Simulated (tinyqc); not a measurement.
One-electron ion in a basis of Gaussians, step by step. One step of it, computed by the program tinyqc.

Problem. Generalised eigenproblem. Solve H C = S C e through S^(-1/2); each column has its largest component positive (the first on a tie).

H = T + V (hartree):
```
           1          2
1  -0.237611  -0.206938
2  -0.206938  -0.350899
```

S:
```
          1         2
1  1.000000  0.638393
2  0.638393  1.000000
```

Give: eigenvalues of S; eigenvalues; coefficients.

Solution.

eigenvalues of S: 0.3616  1.6384

eigenvalues (hartree): -0.3540  -0.1934

coefficients:
```
         1        2
1  -0.1811   1.2865
2   1.1059  -0.6819
```

For Z = 3 and l = 2 the exact lowest level is -Z^2/(2 n^2) with n = l + 1: -0.500000 hartree.
